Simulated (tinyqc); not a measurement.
Fermi level and growth conditions: formation energy of a charged point defect from supercell energies. Computed by tinyqc, a small Python program. Command: `OMP_NUM_THREADS=1 python tinyqc.py 3022597 3022598 out.jsonl formation walk`. One thread of a shared host (Intel(R) Xeon(R) Processor @ 2.30GHz), about 0.01 s of CPU time with the checks.

The host is a compound AB. Making the defect adds n_A = 1, n_B = 0 atoms to the cell. All total energies are inputs. E_F is counted from the valence-band maximum (VBM); x = 0 is A-rich and x = 1 B-rich growth.

Inputs (values chosen for the exercise, with gap and screening modelled on AlN):

| quantity | value | unit |
|---|---|---|
| gap E_g | 6.13 | eV |
| E_VBM of the host cell | 2.546 | eV |
| potential alignment dV | -0.027 | eV |
| dielectric constant eps | 8.74 | - |
| cell length L | 15 | angstrom |
| mu_A of the pure element | -4.958 | eV |
| formation enthalpy dH of AB | -1.8 | eV |
| growth condition x | 0.77 | - |

Defect: A interstitial. Supercell lattice: sc.

charge states q: 3  2  1  0

E(defect, q) - E(host), in the order of q (eV): -19.954  -13.813  -7.896  -1.652

Constants: e^2/(4 pi eps_0) = 14.39964548 eV angstrom.

Method:
- dmu_A = x dH and dmu_B = (1 - x) dH, so that dmu_A + dmu_B = dH; mu = mu(element) + dmu.
- The reservoir term is sum n_i mu_i.
- Image-charge correction of a point charge in a neutralising background: E_corr = q^2 alpha e^2/(4 pi eps_0) / (2 eps L), alpha = 2.837297 for a sc array with L the cube root of the volume.
- E_f(q, E_F) = [E(defect, q) - E(host)] - sum n_i mu_i + q (E_VBM + dV + E_F) + E_corr(q).
- Each entry is the lowest E_f over q.

E_f(q, 0) (eV): (q=+3) -4.65062, (q=+2) -1.80772, (q=+1) 1.12282, (q=0) 4.69200

sum n_i mu_i = -6.344 eV

Lowest formation energy (eV):

| E_F (eV) | stable q | A-rich, x = 0 | x = 0.5 | B-rich, x = 1 |
|---|---|---|---|---|
| 0.000 | +3 | -6.0366 | -5.1366 | -4.2366 |
| 0.766 | +3 | -3.7386 | -2.8386 | -1.9386 |
| 1.532 | +3 | -1.4406 | -0.5406 | 0.3594 |
| 2.299 | +3 | 0.8604 | 1.7604 | 2.6604 |
| 3.065 | +1 | 2.8018 | 3.7018 | 4.6018 |
| 3.831 | 0 | 3.3060 | 4.2060 | 5.1060 |
| 4.598 | 0 | 3.3060 | 4.2060 | 5.1060 |
| 5.364 | 0 | 3.3060 | 4.2060 | 5.1060 |
| 6.130 | 0 | 3.3060 | 4.2060 | 5.1060 |

What follows from these numbers?

Going from A-rich to B-rich growth shifts every line by +1.800 eV and moves no transition level. The slope of the envelope is the stable charge, so E_f is highest in the rows from E_F = 3.83 to 6.13 eV, where the neutral state is stable: the defect forms most easily in p-type material. Under A-rich growth E_f turns negative for part of the gap, so in equilibrium E_F cannot enter that part. Under B-rich growth E_f turns negative for part of the gap, so in equilibrium E_F cannot enter that part. Caution: E_f at E_F = 0 is negative for at least one charge state, so in equilibrium E_F cannot reach the valence-band maximum.

Extremes, crossings and ranges named in words are read from the listed rows.
